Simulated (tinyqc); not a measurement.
# Composition from the perpendicular lattice constant

Inverse problem. The layer is x parts of the first compound and 1 - x of the second, grown coherently on the third as substrate and barrier. Rows of the table: lattice constant a, average valence level Ea on an absolute scale, spin-orbit splitting so, gaps at Gamma, X and L, hydrostatic deformation potentials av and ac (Gamma), shear potential b, elastic constants, electron and heavy-hole (along z) masses. All are interpolated linearly in x; gaps get -C x (1 - x), taken wholly in the conduction band; real line-ups can differ from this model by 0.1 eV or more. In-plane strain e = (a_substrate - a)/a, e_z = -2 (c12/c11) e, volume change 2 e + e_z. X-ray diffraction gives a_z = a (1 + e_z) of the coherent layer. Find x, e and the relaxed Gamma gap.

Parameters, values chosen for the exercise:

| symbol | value | unit | meaning |
|---|---|---|---|
| CG | 0.477 | eV | bowing of the Gamma gap |
| CX | 1.4 | eV | bowing of the X gap |
| CL | 0.33 | eV | bowing of the L gap |

Binary compounds, values chosen for the exercise:
```
	close to InAs	close to GaAs	close to InP
a (angstrom)	6.058	5.653	5.869
Ea (eV)	-6.67	-6.92	-7.04
so (eV)	0.377	0.344	0.108
EG (eV)	0.357	1.41	1.33
EX (eV)	1.36	1.91	2.17
EL (eV)	1.08	1.69	1.92
av (eV)	1	1.15	1.26
ac (eV)	-5.14	-7.18	-5.11
b (eV)	-1.79	-1.7	-1.69
c11 (GPa)	84.3	118	102
c12 (GPa)	45.9	53.1	55.7
me (m0)	0.0231	0.066	0.0789
mh (m0)	0.33	0.349	0.533
```

lattice constant along the growth direction = 6.01354738 angstrom

Answer. a_z changes steadily with x, about (1 + 2 c12/c11) times as fast as the relaxed lattice constant, so one composition matches.

x = 0.7100
e = -1.204 %
relaxed Gamma gap = 0.5642 eV

tinyqc, about 0.01 s, one thread, Intel Xeon 2.30GHz (shared host): `OMP_NUM_THREADS=1 python tinyqc.py 2690162 2690163 out.jsonl`
